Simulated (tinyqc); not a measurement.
# Resonant-tunnelling diode, transfer matrices and Tsu-Esaki current: effect of temperature at two biases

Emitter (band edge 0), barrier d1, well Lw, barrier d2, collector (edge -V). The bias drops linearly over these layers and none in the contacts; each layer is cut into ns equal slices, flat at the value of their centres. E is the energy of motion across the layers, C = hbar^2/(2 m0), psi and psi'/m are continuous. Transport is coherent, T(E) is taken as independent of the transverse momentum, and charge in the well is ignored.

The current at V = 0.358 V and at V = 0.547 V, Ef held fixed. For the pair (psi, psi'/m) a flat layer has M = [[cos kd, (m/k) sin kd], [-(k/m) sin kd, cos kd]] with k = sqrt(m (E - U)/C) above its edge U, and M = [[cosh Kd, (m/K) sinh Kd], [(K/m) sinh Kd, cosh Kd]] with K = sqrt(m (U - E)/C) below it. Later slices stand to the left. With M acting on (psi, psi'/m) and v = k/m in each lead, T(E) = 4 vL vR/[(vL vR M12 - M21)^2 + (vR M11 + vL M22)^2]. J = J0 times the integral over E > 0 of T(E) N(E), N = ln[(1 + exp((Ef - E)/Vt))/(1 + exp((Ef - V - E)/Vt))], J0 = q^2 mw m0 kB T/(2 pi^2 hbar^3) (times 1e-4 for A/cm^2 per eV). The integral is converged to the digits shown.

Values chosen for this exercise; masses and offsets close to those of GaN wells and AlGaN barriers:
- mw = 0.2 m0 (mass in the well, spacer and contacts)
- U1 = 0.59 eV (barrier height)
- m1 = 0.28 m0 (barrier mass)
- d1 = 0.8 nm (emitter barrier)
- Lw = 1.6 nm (well width)
- d2 = 0.8 nm (collector barrier)
- ns = 1 (slices in each layer)
- Ef = 0.12 eV (Fermi energy of both contacts above their band edges)

Constants: q = 1.602176634e-19 C, kB = 1.380649e-23 J/K, hbar = 1.054571817e-34 J s, m0 = 9.1093837015e-31 kg, Vt = kB T/q, hbar^2/(2 m0) = 0.0380998212 eV nm^2. Results are converted to the units shown.

Result of one run:
```
T (K)	J at 0.358 V (kA/cm^2)	J at 0.547 V (kA/cm^2)	ratio
40	6748	983.3	6.863
```

What becomes of these results when the temperature T is changed from 40 to 220 K, all else the same?

Result of the changed run:
```
T (K)	J at 0.358 V (kA/cm^2)	J at 0.547 V (kA/cm^2)	ratio
220	6930	1081	6.410
```

The whole series:
```
T (K)	J at 0.358 V (kA/cm^2)	J at 0.547 V (kA/cm^2)	ratio
40	6748	983.3	6.863
77	6763	992.3	6.815
150	6823	1027	6.645
220	6930	1081	6.410
300	7122	1169	6.092
400	7465	1319	5.662
```

The first current rises from 6750 to 7470 kA/cm^2, the second rises from 983 to 1320 kA/cm^2, and their ratio falls from 6.86 to 5.66.

Numbers from tinyqc (`OMP_NUM_THREADS=1 python tinyqc.py 2600049 2600050 out.jsonl`; about 0.08 s on one thread of a shared Intel Xeon 2.30GHz).
